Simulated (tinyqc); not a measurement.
Inside a calculation. Method: plane-wave Kohn-Sham cycle with exchange-only LDA in a layered model solid. Computed by tinyqc, a small Python program that keeps every step. Settings: points = 16, plane-wave index or count = 3, electrons = 4, k points = 3, area = 32.0, mixing = 1.0, iteration cap = 54, Pulay depth = 3. Command: `OMP_NUM_THREADS=1 python tinyqc.py 31601 31602 out.jsonl` (the two numbers bound the seeds that draw the settings). One thread of a shared host (Intel(R) Xeon(R) Processor @ 2.60GHz), about 0.01 s of CPU time with the checks. Later iterations appear only in the table of the cycle.

## Iteration 1: potential

A solid whose potential varies along x alone (atomic units):

| parameter | value |
|---|---|
| period a | 14.500000 |
| cross-section of the cell | 32.000000 |
| electrons per cell | 4 |
| grid points | 16 |
| plane waves -n..n, n | 3 |
| k points | 3 |
| V1 in V1 cos(2 pi x/a) | -0.390000 |

density at the start, on the grid x_j = j a/N (e/bohr^3): 0.0086207  0.0086207  0.0086207  0.0086207  0.0086207  0.0086207  0.0086207  0.0086207  0.0086207  0.0086207  0.0086207  0.0086207  0.0086207  0.0086207  0.0086207  0.0086207

V_H(G) = 4 pi rho(G)/G^2 for G != 0 (uniform background); v_x = -(3 rho/pi)^(1/3); V = V_ext + V_H + v_x; Fourier components f(G_m) = (1/N) sum_j f(x_j) exp(-i G_m x_j).

Potentials on the grid (hartree):

| x | V_ext | V_H | v_x | V |
|---|---|---|---|---|
| 0.00000 | -0.39000 | 0.00000 | -0.20192 | -0.59192 |
| 0.90625 | -0.36031 | 0.00000 | -0.20192 | -0.56223 |
| 1.81250 | -0.27577 | 0.00000 | -0.20192 | -0.47769 |
| 2.71875 | -0.14925 | 0.00000 | -0.20192 | -0.35116 |
| 3.62500 | 0 | 0.00000 | -0.20192 | -0.20192 |
| 4.53125 | 0.14925 | 0.00000 | -0.20192 | -0.05267 |
| 5.43750 | 0.27577 | 0.00000 | -0.20192 | 0.07386 |
| 6.34375 | 0.36031 | 0.00000 | -0.20192 | 0.15840 |
| 7.25000 | 0.39000 | 0.00000 | -0.20192 | 0.18808 |
| 8.15625 | 0.36031 | 0.00000 | -0.20192 | 0.15840 |
| 9.06250 | 0.27577 | 0.00000 | -0.20192 | 0.07386 |
| 9.96875 | 0.14925 | 0.00000 | -0.20192 | -0.05267 |
| 10.87500 | 0 | 0.00000 | -0.20192 | -0.20192 |
| 11.78125 | -0.14925 | 0.00000 | -0.20192 | -0.35116 |
| 12.68750 | -0.27577 | 0.00000 | -0.20192 | -0.47769 |
| 13.59375 | -0.36031 | 0.00000 | -0.20192 | -0.56223 |

V(G_m), m = 0, 1, 2, ... (hartree): -0.20192  -0.19500  0.00000  0.00000  0.00000  0.00000  0.00000

## Iteration 1: Hamiltonian at one k

k = 0.00000 2 pi / a

H(m,m') = (k + G_m)^2/2 delta + V(G_m - G_m'), with V(-G) = V(G).

H (hartree), lower triangle:
```
          -3        -2        -1        +0        +1        +2       +3
-3   0.64304
-2  -0.19500   0.17362
-1   0.00000  -0.19500  -0.10803
+0   0.00000   0.00000  -0.19500  -0.20192
+1   0.00000   0.00000   0.00000  -0.19500  -0.10803
+2   0.00000   0.00000   0.00000   0.00000  -0.19500   0.17362
+3   0.00000   0.00000   0.00000   0.00000   0.00000  -0.19500  0.64304
```

## Iteration 1: levels at that k

Diagonalise the Hermitian matrix.

eigenvalues (hartree): -0.46276  -0.21760  -0.01088  0.20708  0.26052  0.71916  0.71983

## Iteration 1: new density

Motion across x is left out: the lowest 2 band(s) hold two electrons at each of the k points (j + 1/2)/nk - 1/2. Residual R = rho(out) - rho(in); rho(new) = rho(in) + 1 R. rho(out) = 2/(a A nk) sum |psi|^2 with psi = sum c exp(i G x). Harris energy E = band energy - dV sum rho (V_H/2 + v_x) + (3/4) dV sum rho v_x with rho(in), dV = a A/N, band energy = (2/nk) sum of the filled levels.

rho(out) (e/bohr^3): 0.0175220  0.0194407  0.0195992  0.0132818  0.0056977  0.0016555  0.0004042  0.0001048  0.0000414  0.0001048  0.0004042  0.0016555  0.0056977  0.0132818  0.0195992  0.0194407

density after iteration 1 (e/bohr^3): 0.0175220  0.0194407  0.0195992  0.0132818  0.0056977  0.0016555  0.0004042  0.0001048  0.0000414  0.0001048  0.0004042  0.0016555  0.0056977  0.0132818  0.0195992  0.0194407

energy per cell = -1.1592743 hartree

## Iteration 2: potential

As before.

Potentials on the grid (hartree):

| x | V_ext | V_H | v_x | V |
|---|---|---|---|---|
| 0.00000 | -0.39000 | 0.75113 | -0.25577 | 0.10536 |
| 0.90625 | -0.36031 | 0.70320 | -0.26479 | 0.07810 |
| 1.81250 | -0.27577 | 0.54519 | -0.26550 | 0.00392 |
| 2.71875 | -0.14925 | 0.28003 | -0.23321 | -0.10242 |
| 3.62500 | 0 | -0.03222 | -0.17588 | -0.20811 |
| 4.53125 | 0.14925 | -0.31767 | -0.11649 | -0.28491 |
| 5.43750 | 0.27577 | -0.53364 | -0.07281 | -0.33068 |
| 6.34375 | 0.36031 | -0.66557 | -0.04642 | -0.35168 |
| 7.25000 | 0.39000 | -0.70979 | -0.03405 | -0.35384 |
| 8.15625 | 0.36031 | -0.66557 | -0.04642 | -0.35168 |
| 9.06250 | 0.27577 | -0.53364 | -0.07281 | -0.33068 |
| 9.96875 | 0.14925 | -0.31767 | -0.11649 | -0.28491 |
| 10.87500 | 0 | -0.03222 | -0.17588 | -0.20811 |
| 11.78125 | -0.14925 | 0.28003 | -0.23321 | -0.10242 |
| 12.68750 | -0.27577 | 0.54519 | -0.26550 | 0.00392 |
| 13.59375 | -0.36031 | 0.70320 | -0.26479 | 0.07810 |

V(G_m), m = 0, 1, 2, ... (hartree): -0.16500  0.11664  0.02054  -0.00139  -0.00070  -0.00036  0.00043

## Iteration 2: Hamiltonian at one k

k = 0.00000 2 pi / a

As before.

H (hartree), lower triangle:
```
          -3        -2        -1        +0        +1       +2       +3
-3   0.67996
-2   0.11664   0.21054
-1   0.02054   0.11664  -0.07112
+0  -0.00139   0.02054   0.11664  -0.16500
+1  -0.00070  -0.00139   0.02054   0.11664  -0.07112
+2  -0.00036  -0.00070  -0.00139   0.02054   0.11664  0.21054
+3   0.00043  -0.00036  -0.00070  -0.00139   0.02054  0.11664  0.67996
```

## Iteration 2: levels at that k

As before.

eigenvalues (hartree): -0.28642  -0.13263  0.00511  0.22168  0.24531  0.71006  0.71063

## Iteration 2: new density

B (overlaps of the stored error matrices):
```
                1               2
1   1.0656679e-03  -1.8964744e-03
2  -1.8964744e-03   3.4003373e-03
```

Motion across x is left out: the lowest 2 band(s) hold two electrons at each of the k points (j + 1/2)/nk - 1/2. Residual R = rho(out) - rho(in); rho(new) = rho(in) + 1 R; Pulay mixing then takes sum c_i of the stored mixed densities, with c from B_ij = sum R_i R_j as in DIIS. rho(out) = 2/(a A nk) sum |psi|^2 with psi = sum c exp(i G x). Harris energy E = band energy - dV sum rho (V_H/2 + v_x) + (3/4) dV sum rho v_x with rho(in), dV = a A/N, band energy = (2/nk) sum of the filled levels.

rho(out) (e/bohr^3): 0.0002454  0.0004566  0.0014335  0.0041293  0.0091423  0.0146931  0.0170054  0.0152038  0.0135578  0.0152038  0.0170054  0.0146931  0.0091423  0.0041293  0.0014335  0.0004566

DIIS coefficients: 0.64134  0.35866

density after iteration 2 (e/bohr^3): 0.0113256  0.0126319  0.0130839  0.0099992  0.0069331  0.0063316  0.0063584  0.0055202  0.0048891  0.0055202  0.0063584  0.0063316  0.0069331  0.0099992  0.0130839  0.0126319

energy per cell = -1.5731897 hartree

## Convergence

Stop when sqrt(dV sum R^2) is below 1e-8, dV = a A/N.

Course of the cycle:

| iteration | E (hartree) | norm of the residual |
|---|---|---|
| 1 | -1.1592743 | 1.76e-01 |
| 2 | -1.5731897 | 3.14e-01 |
| 3 | -0.7366497 | 6.15e-02 |
| 4 | -0.7267547 | 5.13e-02 |
| 5 | -0.7086073 | 1.32e-02 |
| 6 | -0.7075216 | 1.18e-03 |
| 7 | -0.7075119 | 3.62e-04 |
| 8 | -0.7075111 | 1.21e-05 |
| 9 | -0.7075111 | 7.69e-08 |
| 10 | -0.7075111 | 3.01e-09 |

Converged in 10 iterations. Before convergence this energy mixes input and output and is not variational, so it may rise towards its limit.
